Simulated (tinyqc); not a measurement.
On-chip power grid, static voltage drop by conjugate gradients: one step of the calculation.

A grid of 4 rows and 3 columns, node k = 3 row + column. Neighbours in a row are joined by Rx, in a column by Ry; pad nodes, which reach the supply through Rp: 0, 2, 9, 11. Each node draws I0, node 11 draws kh I0. The drops u = Vdd - V solve G u = i, with G the conductance matrix (1/Rp added on the diagonal at pad nodes).

Problem. Conjugate-gradient step. q = G p; a = (r.r)/(p.q); u(new) = u + a p; r(new) = r - a q; b = (r.r)(new)/(r.r); p(new) = r(new) + b p.

Values chosen for this exercise: resistance of a horizontal segment Rx = 0.61 ohm; resistance of a vertical segment Ry = 0.11 ohm; resistance from a pad node to the supply Rp = 0.14 ohm.

u after iteration 2 (mV):
```
,col 0,col 1,col 2
row 0,3.0462332,4.0954375,3.0462332
row 1,4.0954375,4.0954375,4.0954375
row 2,4.0954375,4.0954375,6.7661396
row 3,3.0462332,4.5770395,5.9863954
```

r after iteration 2 (mA):
```
,col 0,col 1,col 2
row 0,-1.300580,5.759986,-1.300580
row 1,-0.338222,9.200000,23.940888
row 2,-0.338222,17.956400,-26.545892
row 3,-0.511068,4.622701,-10.381804
```

p after iteration 2 (mA):
```
,col 0,col 1,col 2
row 0,8.149034,21.345491,8.149034
row 1,15.247284,24.785506,39.526393
row 2,15.247284,33.541906,4.658249
row 3,8.938545,23.024682,-0.468075
```

Give: q; a; u after iteration 3; r after iteration 3; b; p after iteration 3.

Solution.

q (mA S):
```
,col 0,col 1,col 2
row 0,-27.96,11.99,-248.67
row 1,48.89,-56.86,626.40
row 2,27.36,252.56,-317.73
row 3,-16.60,-34.01,-88.46
```

a = 0.064689 ohm

u after iteration 3 (mV):
```
,col 0,col 1,col 2
row 0,3.5734,5.4763,3.5734
row 1,5.0818,5.6988,6.6524
row 2,5.0818,6.2652,7.0675
row 3,3.6245,6.0665,5.9561
```

r after iteration 3 (mA):
```
,col 0,col 1,col 2
row 0,0.508,4.984,14.786
row 1,-3.501,12.878,-16.580
row 2,-2.108,1.619,-5.992
row 3,0.563,6.823,-4.659
```

b = 0.43665

p after iteration 3 (mA):
```
,col 0,col 1,col 2
row 0,4.066,14.305,18.344
row 1,3.157,23.701,0.679
row 2,4.549,16.265,-3.958
row 3,4.466,16.876,-4.864
```

Program tinyqc, `OMP_NUM_THREADS=1 python tinyqc.py 2770106 2770107 out.jsonl`; Intel Xeon 2.30GHz, shared host, one thread, about 0.2 s.
